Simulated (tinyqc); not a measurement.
# Worked calculation: transfer-length model of a contact

tinyqc, about 0.01 s, one thread, Intel Xeon 2.30GHz (shared host): `OMP_NUM_THREADS=1 python tinyqc.py 2760114 2760115 out.jsonl` Printed values are rounded.

A metal contact of length d and width W on a thin layer of the same width. The metal has no resistance, the sheet resistance under it equals Rsh, and current enters the layer at the front edge x = 0.

Inputs (values chosen for the exercise):
- d = 0.045 um (contact length)
- W = 39 um (contact width)

## Straight-line fit

```
gap  L (um)  R_T (ohm)
1      0.43     20.356
2      0.89      22.48
3       1.8      26.68
4       3.8      35.91
```

Pairs of such contacts at gaps L have R_T = Rsh L/W + 2 Rc. The values of R_T were made from Rsh and rc and are treated as data. Least squares: slope = sum (L - mean L)(R_T - mean R_T)/sum (L - mean L)^2, intercept = mean R_T - slope mean L. Rsh = slope W, Rc = intercept/2, and A = Rc/slope is half the distance from the origin to the zero of the line.

slope = 4.615326 ohm/um
intercept = 18.37199 ohm
Rsh = 179.9977 ohm/sq
Rc = 9.185993 ohm
A = 1.990324 um

## Iteration 1: transfer length

Lt at the start = 1.990324 um

A = Lt coth(d/Lt) is solved for Lt, starting from Lt = A. Newton step for Lt - A tanh(d/Lt) = 0: Lt(new) = Lt - [Lt - A tanh(d/Lt)]/[1 + A d/(Lt cosh(d/Lt))^2].

Lt after iteration 1 = 0.08798115 um

## Iteration 2: transfer length

As before.

Lt after iteration 2 = 0.1729220 um

## Course of the iteration

Stop when Lt changes by less than 1e-9 of itself, or after 40 iterations.

Course of the iteration:
```
iteration     Lt (um)  relative change
1          0.08798115            0.956
2           0.1729220            0.965
3           0.2606938            0.508
4           0.2955702            0.134
5           0.2981344          8.68e-3
6           0.2981453          3.65e-5
7           0.2981453         6.46e-10
```

Converged in 7 iterations.

## Contact resistivity

converged Lt = 0.2981453 um

rc = Rsh Lt^2. Short cuts: Rsh A^2 (long contact, Lt = A) and Rc W d (short contact, even current).

rc = 1.600010e-7 ohm cm^2
Rsh A^2 = 7.130409e-6 ohm cm^2
Rc W d = 1.612142e-7 ohm cm^2

The extracted rc is within 0.01 % of the value 1.6e-7 ohm cm^2 that made the data. The long-contact form is 44.6 times the extracted value and the short-contact form 0.76 % above it; both can only overstate it.
